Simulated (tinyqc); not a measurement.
MOS inversion layer, Poisson-Schroedinger loop: two steps of the calculation.

Electrons confined at an insulator interface at z = 0, treated as a hard wall; parabolic valleys, Hartree approximation, no image or exchange terms. The depletion charge lies far deeper than the electrons and gives a uniform field q Nd/(eps0 eps_r); the gate balances all charge. Energies are counted from the band edge at the interface.

Inputs (values chosen for the exercise); masses and permittivity close to those of In0.53Ga0.47As:

| symbol | value | unit | meaning |
|---|---|---|---|
| T | 200 | K | temperature |
| eps_r | 14.2 |  | relative permittivity |
| mz1 | 0.0408 | m0 | mass along z of valley set A (1 valley(s)) |
| md1 | 0.0408 | m0 | in-plane density-of-states mass of set A |
| Ns | 1.5e12 | cm^-2 | sheet density of electrons |
| Nd | 3.1e11 | cm^-2 | sheet density of depletion charge |

Constants: q = 1.602176634e-19 C, kB = 1.380649e-23 J/K, hbar = 1.054571817e-34 J s, m0 = 9.1093837015e-31 kg, Vt = kB T/q, eps0 = 8.8541878128e-14 F/cm where lengths are in cm, hbar^2/(2 m0) = 0.0380998212 eV nm^2. Results are converted to the units shown.

Task 1. Fermi level and occupations. Level k holds N_k = D_k Vt ln(1 + exp((EF - E_k)/Vt)) with D = md1 m0 q/(pi hbar^2) per eV (spin included); EF is fixed by sum N_k = Ns.

levels (eV): A1 0.056773809, A2 0.098883353

Wanted: EF; N_k.

Result 1.

EF = 0.11931 eV
N_k (cm^-2): A1 1.0735e12, A2 4.2648e11

Task 2. Closed-form estimates. Triangular well: E_k = a_k (C F^2/mz)^(1/3), a_1 = 2.338107, a_2 = 4.087949, C = hbar^2/(2 m0), F in eV/nm. Fang-Howard (all electrons in the lowest level of set A): b^3 = 6 (mz1/C) q (Nd + 11 Ns/32)/(eps0 eps_r), centroid 3/b, level C b^2/(4 mz1) + (3/b) q (Nd + 11 Ns/16)/(eps0 eps_r). Use F = q (Nd + Ns)/(eps0 eps_r), the surface field, and F = q (Nd + Ns/2)/(eps0 eps_r).

Give: A1 with the surface field; A1 with Nd + Ns/2; A2 with Nd + Ns/2; b; Fang-Howard centroid; Fang-Howard level.

Result 2.

A1 with the surface field = 0.1852 eV
A1 with Nd + Ns/2 = 0.1296 eV
A2 with Nd + Ns/2 = 0.2266 eV
b = 0.4074 1/nm
Fang-Howard centroid = 7.364 nm
Fang-Howard level = 0.1646 eV

Computed by the program tinyqc: `OMP_NUM_THREADS=1 python tinyqc.py 2160061 2160062 out.jsonl`, one thread of a shared Intel Xeon 2.30GHz, about 0.5 s for the whole run.
